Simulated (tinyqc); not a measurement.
Equation-of-state fits to an energy-volume table made by a known binding curve. Changing the compression V/V_0 for the pressure test. Computed by tinyqc, a small Python program. Command: `OMP_NUM_THREADS=1 python tinyqc.py 3012472 3012473 out.jsonl eosfit sweep`. One thread of a shared host (Intel(R) Xeon(R) Processor @ 2.30GHz), about 0.05 s of CPU time with the checks.

With x = (V/V_0)^(1/3), the energy per atom is E = D [m x^-n - n x^-m]/(n - m), so that B0 = D n m/(9 V_0) and B' = (n + m + 6)/3. B' = dB/dP at P = 0.

Inputs (values chosen for the exercise, for a model crystal):

| quantity | value | unit |
|---|---|---|
| cohesive energy D | 1.64 | eV/atom |
| true volume V_0 | 35 | angstrom^3/atom |
| repulsive exponent n | 8 | - |
| attractive exponent m | 3 | - |
| half-width of the volume window w | 0.02 | - |
| shift of the window centre s | 0.029 | - |
| points N | 9 | - |

Binding curve: Mie. Noise: none.

Constants: 1 eV/angstrom^3 = 160.2176634 GPa.

Method:
- B0 and B' from the formulas above; P = -dE/dV at V = c V_0 (c the compression chosen), from the curve itself.
- Table: V_j = V_0 [1 + s + w (2 j/(N - 1) - 1)], j = 0..N-1, rounded to 0.001; E_j from the curve, rounded to 1e-7 eV.
- Third-order Birch-Murnaghan is a cubic in u = V^(-2/3): fit it by linear least squares, find the minimum, and take B0 = V E''(V), B' = -1 - V E'''/E'' there.
- Errors are fitted minus exact, relative; the pressure at c V_0 uses P = (3 B0/2) (x^7 - x^5) [1 + (3/4)(B' - 4)(x^2 - 1)], x = (V0/V)^(1/3) with the fitted values.

One run for each value:

| compression V/V_0 for the pressure test | exact pressure at c V_0 (GPa) | fitted pressure at c V_0 (GPa) | error of that pressure (%) |
|---|---|---|---|
| 0.60 | 44.806 | 42.713 | -4.6708 |
| 0.65 | 29.859 | 28.817 | -3.4921 |
| 0.70 | 19.906 | 19.401 | -2.5390 |
| 0.75 | 13.138 | 12.904 | -1.7785 |
| 0.80 | 8.455 | 8.355 | -1.1836 |
| 0.84 | 5.741 | 5.694 | -0.8119 |
| 0.88 | 3.683 | 3.664 | -0.5223 |
| 0.92 | 2.116 | 2.109 | -0.3072 |
| 0.96 | 0.918 | 0.916 | -0.1625 |

Over the rows, exact pressure at c V_0 (GPa) falls from 44.8 to 0.918 (exponent d ln y / d ln x -5.1 between the first rows and -20 between the last); fitted pressure at c V_0 (GPa) falls from 42.7 to 0.916 (exponent d ln y / d ln x -4.9 between the first rows and -20 between the last); error of that pressure (%) rises from -4.67 to -0.163 (exponent d ln y / d ln x -3.6 between the first rows and -15 between the last). The window ends at V/V_0 = 1.01; rows below it extrapolate.

Caution (all rows): the fitted minimum lies outside the window, so V0 and B0 are extrapolated.

Extremes, crossings and ranges named in words are read from the listed rows.
